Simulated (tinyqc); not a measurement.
Heterojunction of two tight-binding chains, step by step. Values are carried at full precision from step to step, so a last printed digit may differ when a step is redone from the rounded ones.

Left chain: hopping -t1, sites at 2 t1 (band bottom 0). Right chain: hopping -t2, sites at dE + 2 t2 (bottom dE). t = c/(m a^2), c = hbar^2/2m0. The bond across the interface is -tc with tc = f sqrt(t1 t2), and the last left site has the extra energy U. In a chain E = bottom + 2t (1 - cos(ka)); the surface Green function of a half chain is g = -exp(ika)/t, with Im k > 0 where cos(ka) > 1.

Constants: hbar^2/2m0 = 3.80998211 eV angstrom^2.

Parameters, chosen for this exercise (masses and offset of the size met at InGaAs / InAlAs; not measured data): a = 3 angstrom (site spacing); m1 = 0.043 m0 (mass on the left); m2 = 0.074 m0 (mass on the right); f = 1 (factor on the interface hopping); dE = 0.49 eV (band offset); E = 0.567 eV (electron energy); U = 0 eV (extra energy on the last left site).

## Hoppings

Form t1, t2 and tc.

t1 = 9.84492 eV
t2 = 5.72069 eV
tc = 7.50465 eV

## Wave numbers and velocities

The left chain has hopping t1 and band bottom 0, the right one t2 and dE. cos(ka) = 1 - (E - bottom)/(2t); dE/dk = 2 t a sin(ka).

ka (rad): left 0.240565, right 0.116082

dE/dk (eV angstrom): left 14.0734, right 3.9755

## Self-energies on the last left site

Hoppings t1 (left), t2 (right), tc (interface); g is the surface Green function of a half chain. The rest of the left chain gives S1 = t1^2 g1 = -t1 exp(i k1 a); the right chain gives S2 = tc^2 g2 = -(tc^2/t2) exp(i k2 a).

S1 = -9.56142-2.34557i eV
S2 = -9.77866-1.14025i eV

## Transmission

The last site of the left chain has energy 2 t1 + U, and S1, S2 are the self-energies of the two half chains on it. G = 1/(E - 2 t1 - U - S1 - S2); T = 4 Im(S1) Im(S2) |G|^2.

G = 0.0178-0.2858i 1/eV
T = 0.8770

A fraction 0.1230 is reflected although the electron lies above the step.

## Checks

- T from the Green function against 1 - |r|^2 from matching plane waves: both 0.877032.

Run: tinyqc, `OMP_NUM_THREADS=1 python tinyqc.py 1481527 1481528 out.jsonl`; Intel(R) Xeon(R) Processor @ 2.30GHz, one thread, shared host; about 0.01 s of CPU time with all checks.
